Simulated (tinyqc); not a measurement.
Strained quantum well: band edges, subbands and transparency: sweeps and comparisons. A value that a table varies takes the place of the one given here.

Growth on (001), barriers unstrained: tr(e) = e (2 - nu2), Z = b e (1 + nu2); Ec = Ev + Eg + ac tr(e), E_HH = Ev + av tr(e) + Z, E_LH = Ev + av tr(e) - Z (coupling to the split-off band left out).

Masses along z: me, 1/(g1 - 2 g2) for HH, 1/(g1 + 2 g2) for LH, likewise in the barrier; in the plane me, 1/(g1 + g2) for HH and 1/(g1 - g2) for LH (no mixing, which understates the hole masses away from k = 0). Level n solves k L + 2 atan[(k/m)/(kappa/mb)] = n pi, k = sqrt(m E/c), kappa = sqrt(mb (V - E)/c), c = hbar^2/2m0.

Transparency (Bernard-Duraffourg): Fc - Fv equals the lowest transition energy with n = p, n = sum m/(2 pi c) kB T ln(1 + exp((Fc - E)/kB T)) and p likewise over the listed subbands; c = hbar^2/2m0, 1/angstrom^2 = 1e16/cm^2.

Constants: hbar^2/2m0 = 3.80998211 eV angstrom^2; kB = 8.617333262e-05 eV/K; hc = 1239.841984 eV nm.

Values chosen for the exercise (near those of an InGaAs/InP well; shifted at random, so the results belong to these values and not to a real crystal):
- nu2 = 0.995 (2 C12/C11)
- Eg = 0.735 eV (unstrained gap of the well)
- Ev = -0.596 eV (its valence edge)
- ac = -6.08 eV
- av = 1.08 eV (Ev moves by av tr(e))
- b = -1.9 eV (shear potential)
- Egb = 1.35 eV (gap of the barrier)
- Evb = -0.94 eV (its valence edge)
- L = 78 angstrom (well width)
- me = 0.0434 m0 (electron mass)
- g1 = 13.75 (gamma1)
- g2 = 5.41 (gamma2)
- meb = 0.08 m0
- g1b = 5.08
- g2b = 1.6
- T = 350 K (temperature)
- es = (-0.02, -0.014, -0.008, -0.003, 0, 0.003, 0.007, 0.012) (strains)
- e = 0.0011 (strain in the plane)
- Ls = (25, 35, 50, 65, 85, 110, 150) angstrom (widths)

## Strain as a design knob

Only the strain is changed; the unstrained gap and the masses are kept.

Results:
```
e (%)  wavelength (nm)  top hole  hh1 - lh1 (meV)  n_tr (1e12/cm^2)  share in top
-2.0              1443       hh1              185             0.494          0.73
-1.4              1471       hh1              142             0.492          0.72
-0.8              1501       hh1               99             0.503          0.67
-0.3              1528       hh1               62             0.538          0.58
0.0               1545       hh1               41             0.581          0.48
0.3               1562       hh1               19             0.650          0.37
0.7               1608       lh1              -10             0.706          0.70
1.2               1723       lh1              -47             0.643          0.87
```

How do the results move?

n_tr is largest at e = +0.7 % (0.71), where hh1 - lh1 = -10 meV and the top subband holds 70 % of the holes, and smallest, 0.49, at -2.0 and -1.4 %. The top hole level turns from hh to lh, and the light from TE to TM, between +0.3 and +0.7 %. The wavelength runs from 1443 to 1723 nm.

## Width of the well

All levels anew.

Results:
```
L (angstrom)  wavelength (nm)  top hole  hh1 - lh1 (meV)  n_tr (1e12/cm^2)  share in top  n_tr/L (1e18/cm^3)
25                       1280       hh1               91             0.444          0.87                1.78
35                       1369       hh1               75             0.464          0.79                1.33
50                       1459       hh1               55             0.509          0.65                1.02
65                       1517       hh1               41             0.560          0.52                0.86
85                       1566       hh1               29             0.626          0.41                0.74
110                      1603       hh1               19             0.709          0.32                0.64
150                      1637       hh1               10             0.861          0.24                0.57
```

How do the results move?

The wavelength tunes by 357 nm. The sheet density at transparency changes from 0.44 to 0.86, the top hole subband holding 0.87 and 0.24 of the holes at the ends, while the volume density falls by a factor 3.1. Critical thickness and carrier escape are left out.

## What each parameter does

Edge wavelength, hh1 - lh1 and n_tr. Each row changes one parameter from the base and keeps the others.

Results:
```
case             wavelength (nm)  hh1 - lh1 (meV)  n_tr (1e12/cm^2)
base                      1551.2             32.7             0.603
L = 70 angstrom           1531.2             37.8             0.577
e = -0.0009               1539.8             47.2             0.566
Eg = 0.715 eV             1588.1             32.7             0.603
b = -2.18 eV              1550.0             31.5             0.607
ac = -5.47 eV             1550.0             32.7             0.603
me = 0.0477 m0            1554.6             32.7             0.639
g1 = 14.58                1546.7             30.9             0.583
T = 390 K                 1551.2             32.7             0.694
```

How do the results move?

The largest shifts from the base row, up to three for each result and ties (the steps differ in size, so this ranks the rows, not the parameters). wavelength (nm): Eg +36.9, L -20.0, e -11.4; unchanged at the printed digits by T. hh1 - lh1 (meV): e +14.6, L +5.1, g1 -1.8; unchanged at the printed digits by Eg, ac, me and T. n_tr (1e12/cm^2): T +0.090, e -0.037, me +0.035; unchanged at the printed digits by Eg and ac.

(tinyqc, `OMP_NUM_THREADS=1 python tinyqc.py 1250129 1250130 out.jsonl`, Intel(R) Xeon(R) Processor @ 2.30GHz, 1 thread, shared host, about 0.01 s.)
